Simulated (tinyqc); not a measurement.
Inside a calculation. Method: one-electron ion in a basis of Gaussians. One step of it, computed by the program tinyqc.

Question. Generalised eigenproblem. Solve H C = S C e through S^(-1/2); each column has its largest component positive (the first on a tie).

H = T + V (hartree):
```
[[-0.823597, -0.746566, -0.425834],
 [-0.746566, -1.005818, -0.898664],
 [-0.425834, -0.898664, 0.444100]]
```

S:
```
[[1.000000, 0.582397, 0.159859],
 [0.582397, 1.000000, 0.582415],
 [0.159859, 0.582415, 1.000000]]
```

Give: eigenvalues of S; eigenvalues; coefficients.

Answer.

eigenvalues of S: [0.2524, 0.8401, 1.9074]

eigenvalues (hartree): [-1.1171, -0.4187, 2.0956]

coefficients:
```
[[0.3517, 1.1475, 0.4395],
 [0.6615, -0.8205, -1.1394],
 [0.1608, -0.1453, 1.2596]]
```

For Z = 3 and l = 1 the exact lowest level is -Z^2/(2 n^2) with n = l + 1: -1.125000 hartree.
